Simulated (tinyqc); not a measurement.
Order of mass and momentum: quantum well in an electric field by finite differences.

Finite differences on points z_i at the centres of cells of width h: H_ii = (c/h^2)(1/m_(i-1/2) + 1/m_(i+1/2)) + V_i, H_(i,i+1) = -(c/h^2)/m_(i+1/2), where m_(i+1/2) is the mean of the masses at the two points (the end values are repeated outwards), psi = 0 on the points beyond both ends, c = hbar^2/2m0. The field adds e F (z - z0) with z0 the middle of the structure; 1 kV/cm = 1e-5 eV/angstrom.

Constants: hbar^2/2m0 = 3.80998211 eV angstrom^2.

Inputs chosen for the exercise (out of a larger set: near those of a GaAs well in AlGaAs; not measured data):

| symbol | value | unit | meaning |
|---|---|---|---|
| layers | ((48, 0.227, 0.0902), (64, 0, 0.0681), (48, 0.227, 0.0902)) |  | each layer: thickness in angstrom, band edge in eV, mass in m0 |
| F | 23 | kV/cm | field along z |
| hf | 1 | angstrom | cell width of the fine grid |

Fine grid. Hermitian kinetic operators m^a p m^b p m^a with 2a + b = -1: H_ii = (c/h^2) m_i^(2a) (m_(i-1/2)^b + m_(i+1/2)^b) + V_i, H_(i,i+1) = -(c/h^2) m_i^a m_(i+1)^a m_(i+1/2)^b; BenDaniel-Duke is a = 0. The halved form has H_ii = 2c/(h^2 m_i) + V_i and H_(i,i+1) = -(c/2h^2)(1/m_i + 1/m_(i+1)). The shifts are measured against BenDaniel-Duke; the last column repeats E1 with cells of hf/4.

Levels (eV):

| operator | E1 | E2 | E1 - E1(BDD) (meV) | E1 at hf/4 |
|---|---|---|---|---|
| BenDaniel-Duke | 0.0543 | 0.2020 | 0.0 | 0.0544 |
| (1/m) p^2 + p^2 (1/m), halved | 0.0518 | 0.1834 | -2.6 | -0.0079 |
| m^(-1/2) p^2 m^(-1/2) | 0.0632 | 0.2119 | 8.9 | 0.0633 |
| m^(-1/4) p m^(-1/2) p m^(-1/4) | 0.0587 | 0.2070 | 4.4 | 0.0588 |
| one mass, the smallest | 0.0589 | 0.2100 | 4.6 | 0.0590 |

The three forms m^a p m^b p m^a span 8.9 meV in E1, 6 % of E2 - E1; they differ only at the mass steps (largest to smallest mass 1.32), where m^a psi is the continuous quantity. Dropping the mass step altogether moves E1 by +4.6 meV. Refining the grid moves the halved form by -59.7 meV, against at most 0.03 meV for the other three: at an abrupt step it has no limit as the grid is refined.

Run: tinyqc, `OMP_NUM_THREADS=1 python tinyqc.py 1252226 1252227 out.jsonl`; Intel(R) Xeon(R) Processor @ 2.30GHz, one thread, shared host; about 0.02 s of CPU time with all checks.
